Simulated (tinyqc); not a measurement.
What moves the response: phonon-assisted absorption at an indirect gap.

alpha(E) = sum_j A_j [N_j (E - Eg + w_j)^2 + (N_j + 1)(E - Eg - w_j)^2], each bracket counted only where its base is positive; N_j = 1/(exp(w_j/kB T) - 1). The first term absorbs a phonon and the second emits one; excitons and direct transitions are left out.

Photodiode (Gaertner form with a dead layer): QE = (1 - R) exp(-alpha xj) [1 - exp(-alpha W)/(1 + alpha L)], R = ((nr - 1)/(nr + 1))^2; responsivity = QE/E in A/W for E in eV.

Constants: kB = 8.617333262e-05 eV/K.

Inputs chosen for the exercise (loosely those of Si at room temperature; Eg is not tied to T; shifted at random, so the results belong to these values and not to a real crystal): Eg = 1.107 eV (indirect gap, held fixed unless listed); w = (56.9, 17.5) meV (two zone-edge phonons); A = (2700, 770) 1/(cm eV^2) (their strengths); T = 400 K; E = 1.142 eV (photon energy); nr = 3.53 (refractive index); xj = 0.45 micrometre (dead layer at the surface); W = 20 micrometre (depleted width); L = 140 micrometre (minority diffusion length below it).

At the energy E.

Results for these values:
```
case  alpha (1/cm)      QE
base         9.216  0.0897
```

What happens to each result for L = 70 micrometre, all else kept?

Answer: alpha does not change at the printed digits; QE falls from 0.0897 to 0.0535.

The same for each parameter in turn:
```
case                 alpha (1/cm)      QE
base                        9.216  0.0897
Eg = 1.087 eV               16.87  0.1498
T = 450 K                   11.20  0.1064
W = 40 micrometre           9.216  0.1007
L = 70 micrometre           9.216  0.0535
xj = 0.9 micrometre         9.216  0.0897
nr = 3.71                   9.216  0.0872
```

Program tinyqc; command `OMP_NUM_THREADS=1 python tinyqc.py 1650130 1650131 out.jsonl`; about 0.01 s on one thread of a shared Intel(R) Xeon(R) Processor @ 2.30GHz.
